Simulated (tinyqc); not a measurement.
Molecular dynamics of a small cluster by velocity Verlet steps: one step, computed by the program tinyqc. Command: `OMP_NUM_THREADS=1 python tinyqc.py 3028880 3028881 out.jsonl verlet walk`. One thread of a shared host (Intel(R) Xeon(R) Processor @ 2.30GHz), about 0.1 s of CPU time with the checks.

E = sum_i {sum_j A exp(-p (r_ij/r0 - 1)) - xi sqrt(rho_i)}, rho_i = sum_j exp(-2 q (r_ij/r0 - 1)); the force on i is -sum_j w_ij (R_i - R_j)/r_ij with w_ij = -(2p/r0) A exp(-p (r_ij/r0 - 1)) + (xi q/r0) exp(-2 q (r_ij/r0 - 1)) (rho_i^(-1/2) + rho_j^(-1/2)).

Problem. State at the start. Velocity Verlet: a = c F/M with c = 9.648533212e-3 angstrom/fs^2 per eV/(angstrom u); R(new) = R + v dt + a dt^2/2; v(new) = v + (a + a(new)) dt/2. Kinetic energy K = M v^2/(2c); temperature T = 2K/((3N - 3) k_B), rotation of the cluster included.

Inputs (values chosen for the exercise, for model atoms): length r0 = 2.31 angstrom; repulsion A = 0.13 eV; hopping xi = 1.42 eV; decay p = 10.6; decay q = 3.37; atomic mass M = 22 u; time step dt = 1.8 fs.

Potential: Gupta. Thermostat: none.

starting positions (angstrom), rows atom 1, atom 2, atom 3, atom 4, atom 5, columns x, y, z:
```
[[0.01, 0.06, -0.04],
 [2.18, 0.03, 0.04],
 [1.07, 1.83, 0],
 [1.09, 0.6, 1.75],
 [1.08, 0.62, -1.77]]
```

starting velocities (angstrom/fs), rows atom 1, atom 2, atom 3, atom 4, atom 5, columns x, y, z:
```
[[0.00245, -0.00018, 0.00042],
 [0.00038, 0.0012, 0.00047],
 [-0.00117, 0.0018, 0.0001],
 [-0.0032, -0.00321, -0.00075],
 [0.00154, 0.00039, -0.00024]]
```

Constants: 1 eV/(angstrom u) = 9.648533212e-03 angstrom/fs^2; k_B = 8.617333262e-05 eV/K.

Give: forces; potential energy; kinetic energy; temperature.

Solution.

forces (eV/angstrom), rows atom 1, atom 2, atom 3, atom 4, atom 5, columns x, y, z:
```
[[0.0999, -0.3149, 0.1287],
 [-0.3759, 0.0627, -0.2787],
 [0.1950, 0.2591, -0.0361],
 [-0.0814, 0.0090, -0.5209],
 [0.1624, -0.0160, 0.7070]]
```

potential energy = -12.10 eV

kinetic energy = 0.04141 eV

temperature = 80.09 K
